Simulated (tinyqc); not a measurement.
# Worked calculation: on-chip interconnect, size-dependent resistivity and RC delay

Program tinyqc, `OMP_NUM_THREADS=1 python tinyqc.py 2100142 2100143 out.jsonl`; Intel Xeon 2.30GHz, shared host, one thread, about 0.01 s. Printed values are rounded.

A rectangular line between two neighbours and two ground planes. Surface and grain-boundary scattering are added to the bulk resistivity as corrections; capacitances are parallel-plate values without fringing; inductance is ignored.

Parameters, values chosen for the exercise; metal values close to those of cobalt:
- rho0 = 6.02 uohm cm (bulk resistivity)
- lam = 11.7 nm (bulk mean free path)
- ps = 0.2 (specular share of surface scattering)
- Rg = 0.39 (reflection coefficient of grain boundaries)
- gr = 0.7 (grain size over the metal width)
- wd = 40 nm (drawn line width)
- AR = 1.4 (aspect ratio, height over width)
- tl = 1 nm (liner on both walls and the bottom, not conducting)
- sp = 40 nm (space to the neighbouring lines)
- hd = 83 nm (dielectric height to the planes above and below)
- ek = 4.2 (relative permittivity of the dielectric)
- Mf = 2 (Miller factor of the neighbours)
- Lw = 400 um (line length)
- Rd = 1200 ohm (driver resistance)
- Cl = 0.79 fF (load capacitance)
- dt = 310 ps (time step)

Constants: eps0 = 8.8541878128e-12 F/m. Results are converted to the units shown.

## Resistivity, resistance and capacitance per length

Metal width x = wd - 2 tl, height y = AR wd - tl; grain boundaries (Mayadas-Shatzkes): al = (lam/(gr x)) Rg/(1 - Rg), g = 1/[1 - 3 al/2 + 3 al^2 - 3 al^3 ln(1 + 1/al)] - 1; surfaces (Fuchs-Sondheimer, thick limit): s = (3/8) lam (1 - ps)(1/x + 1/y); rho = rho0 (1 + g + s); r = rho/(x y); c = eps0 ek (2 wd/hd + 2 Mf AR wd/sp).

x = 38 nm
y = 55 nm
al = 0.281215
g = 0.400070
s = 0.156187
rho = 9.36866 uohm cm
r = 44.8261 ohm/um
c = 0.244094 fF/um

rho is 1.56 times the bulk value; grain boundaries add more (0.400 against 0.156). The liner takes 6.70 % of the cross-section.

## Ladder and Elmore delays

6 equal pi sections: series Rs = r Lw/6; node capacitances c Lw/6, halved at nodes 0 and 6, with Cl added to node 6; Rd feeds node 0. Elmore delay of node k: the sum, over the resistors on the path to k, of resistance times all capacitance downstream of it.

Rs = 2988.41 ohm

```
node	C (fF)	Elmore delay (ps)
0	8.13647	118.113
1	16.2729	387.940
2	16.2729	609.137
3	16.2729	781.703
4	16.2729	905.639
5	16.2729	980.945
6	8.92647	1007.62
```

The far-end value equals Rd (c Lw + Cl) + r Lw (c Lw/2 + Cl) for any number of pi sections; the line resistance contributes 88.3 % of it.

## Step 1: node voltages after a time step

v at t = 0, node 0 to 6 (V): 0  0  0  0  0  0  0

A 1 V step is applied behind Rd at t = 0. C dv/dt = -G v + b, with G the conductance matrix of the ladder (1/Rs between neighbours, 1/Rd added at node 0) and b = (1 V/Rd, 0, ...). Backward Euler step: (C/dt + G) v(new) = (C/dt) v + b.

v at t = 1 dt, node 0 to 6 (V): 0.862532  0.587843  0.405370  0.286487  0.212547  0.171949  0.158325

## Step 2: node voltages after a time step

As before.

v at t = 2 dt, node 0 to 6 (V): 0.928827  0.756781  0.611237  0.497987  0.417916  0.370061  0.353285

## Course in time

A 1 V step is applied behind Rd at t = 0. C dv/dt = -G v + b, with G the conductance matrix of the ladder (1/Rs between neighbours, 1/Rd added at node 0) and b = (1 V/Rd, 0, ...). Backward Euler step: (C/dt + G) v(new) = (C/dt) v + b. The last column solves the same ladder exactly by its modes.

Voltages (V):
```
t (ps)	node 0	node 3	node 6	node 6, exact
310.0	0.8625	0.2865	0.1583	0.1482
620.0	0.9288	0.4980	0.3533	0.4061
930.0	0.9519	0.6407	0.5209	0.5922
1240	0.9658	0.7404	0.6497	0.7202
1550	0.9753	0.8118	0.7450	0.8080
1860	0.9821	0.8634	0.8146	0.8683
2170	0.9870	0.9008	0.8653	0.9096
2480	0.9906	0.9280	0.9022	0.9380
2790	0.9931	0.9477	0.9289	0.9575
3100	0.9950	0.9620	0.9484	0.9708
3410	0.9964	0.9724	0.9625	0.9800
3720	0.9974	0.9799	0.9728	0.9863
```

The far end of the ladder reaches 0.5 V at 762.1 ps, 0.756 of its Elmore delay (ln 2 = 0.693 for a single pole); the slowest mode has a time constant of 822.8 ps. The largest error of the backward Euler steps at that node is 71 mV.
